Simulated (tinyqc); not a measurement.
From results back to parameters: carrier statistics of a doped semiconductor with parabolic bands. Five cases, with inputs chosen for the exercise.

Problem. With Boltzmann statistics and no minority carriers, p (p + ND)/(NA - ND - p) = K(T) = (N(T)/4) exp(-E/kB T), E the ionisation energy of the majority dopant and N = 2 (m kB T/(4 pi c))^(3/2) with c = hbar^2/2m0, in 1/angstrom^3; times 1e24 for 1/cm^3, m = m_d. The density below was computed from a hidden E.

Constants: hbar^2/2m0 = 3.80998211 eV angstrom^2; kB = 8.617333262e-05 eV/K.

Case 1.

Values chosen (near those of SiC; the results hold for these values, not for the real material): NA = 1e+18 1/cm^3 (acceptors); ND = 1.3e+12 1/cm^3 (donors); m_d = 1.138 m0 (density-of-states mass of the majority band); Ta = 282 K.

p(Ta) = 3.5105e+16 1/cm^3

Case 2.

Values chosen (near those of Si; the results hold for these values, not for the real material): NA = 1.6e+18 1/cm^3 (acceptors); ND = 2.2e+12 1/cm^3 (donors); m_d = 0.588 m0 (density-of-states mass of the majority band); Ta = 44 K.

p(Ta) = 1.4055e+15 1/cm^3

Case 3.

Values chosen (near those of GaN; the results hold for these values, not for the real material): NA = 1.8e+17 1/cm^3 (acceptors); ND = 3.1e+12 1/cm^3 (donors); m_d = 1.55 m0 (density-of-states mass of the majority band); Ta = 206 K.

p(Ta) = 5.3467e+15 1/cm^3

Case 4.

Values chosen (near those of Si; the results hold for these values, not for the real material): NA = 7.8e+14 1/cm^3 (acceptors); ND = 3.3e+14 1/cm^3 (donors); m_d = 0.595 m0 (density-of-states mass of the majority band); Ta = 71 K.

p(Ta) = 1.3989e+14 1/cm^3

Case 5.

Values chosen (near those of Ge; the results hold for these values, not for the real material): NA = 6.2e+14 1/cm^3 (acceptors); ND = 1.3e+14 1/cm^3 (donors); m_d = 0.337 m0 (density-of-states mass of the majority band); Ta = 16 K.

p(Ta) = 2.0160e+13 1/cm^3

Find: K(Ta); E.

Solution. The left side gives K; then E = kB T ln(N/(4 K)).

Case 1.

K(Ta) = 1.28e+15 1/cm^3
E = 0.2090 eV

Case 2.

K(Ta) = 1.24e+12 1/cm^3
E = 0.0446 eV

Case 3.

K(Ta) = 1.64e+14 1/cm^3
E = 0.1890 eV

Case 4.

K(Ta) = 2.12e+14 1/cm^3
E = 0.0450 eV

Case 5.

K(Ta) = 6.44e+12 1/cm^3
E = 0.0107 eV

Computed by tinyqc, one run a case: `OMP_NUM_THREADS=1 python tinyqc.py N N+1 out.jsonl` with N = 1650139, 1650253, 1650286, 1650392, 1650503; one thread of a shared Intel(R) Xeon(R) Processor @ 2.30GHz, about 0.01 s a run at most.
